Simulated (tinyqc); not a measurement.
MOS capacitor on a p-type substrate, surface potential from the exact charge relation: two steps of the calculation.

Uniform p-type substrate, Boltzmann statistics, full ionisation, classical densities. psi is the surface potential against the body (positive when the bands bend down) and u = psi/Vt. Traps are spread evenly over the gap and neutral at flat band, so their charge is -q Dit psi; the minority quasi-Fermi level is shifted by Vb.

Values chosen for this exercise; band and dielectric values close to those of silicon: temperature T = 250 K; band gap Eg = 1.12 eV; relative permittivity eps_r = 11.7; conduction-band density of states at T Nc = 2.14e19 cm^-3; valence-band density of states at T Nv = 2e19 cm^-3; electron affinity chi = 4.09 eV; acceptor density of the substrate N = 1.1e15 cm^-3; relative permittivity of the gate insulator (close to silicon dioxide) eox = 3.9; insulator thickness tox = 7.4 nm; gate work function phiM = 5.1 eV; fixed charge at the interface, in units of q Nf = 0 cm^-2; density of interface traps Dit = 0 cm^-2 eV^-1; reverse bias of the inversion layer against the body Vb = 1.9 V; gate voltage against the body Vg = 2.88 V.

Constants: q = 1.602176634e-19 C, kB = 1.380649e-23 J/K, Vt = kB T/q, eps0 = 8.8541878128e-14 F/cm where lengths are in cm. Results are converted to the units shown.

Problem 1. Flat band, threshold and scales. ni = sqrt(Nc Nv) exp(-Eg/(2 Vt)), Eg in volts; phiF = Vt ln(N/ni); Cox = eps0 eox/tox; Vfb = phiM - chi - (Eg - Vt ln(Nv/N)) - q Nf/Cox; Q0 = sqrt(2 eps0 eps_r q N Vt); r = (ni/N)^2 exp(-Vb/Vt); VT = Vfb + [(2 phiF + Vb)(1 + q Dit/Cox) + sqrt(2 eps0 eps_r q N (2 phiF + Vb))/Cox].

Wanted: ni; phiF; Cox; Vfb; Q0; r; VT.

Solution 1.

ni = 1.063e8 cm^-3
phiF = 0.3480 V
Cox = 0.4666 uF/cm^2
Vfb = 0.1013 V
Q0 = 2.805 nC/cm^2
r = 4.657e-53
VT = 2.763 V

Problem 2. Newton step for the surface potential. u = psi/Vt; F^2 = exp(-u) + u - 1 + r (exp(u) - u - 1); Qs = -sign(u) Q0 F; Cs = -dQs/dpsi = (Q0/Vt) |1 - exp(-u) + r (exp(u) - 1)|/(2 F). f = Vfb + psi + (q Dit psi - Qs)/Cox - Vg, f' = 1 + (Cs + q Dit)/Cox, psi(new) = psi - f/f'.

psi after iteration 1 = 2.4255522 V
Cox = 0.46663963 uF/cm^2
Vfb = 0.10130083 V
Q0 = 2.8047250 nC/cm^2
r = 4.6573397e-53

Wanted: u; F; Qs; Cs; f; f'; psi after iteration 2.

Solution 2.

u = 112.6
F = 10.56
Qs = -29.63 nC/cm^2
Cs = 0.006164 uF/cm^2
f = -0.2897 V
f' = 1.013
psi after iteration 2 = 2.711 V

tinyqc, about 0.01 s, one thread, Intel Xeon 2.30GHz (shared host): `OMP_NUM_THREADS=1 python tinyqc.py 2060125 2060126 out.jsonl`
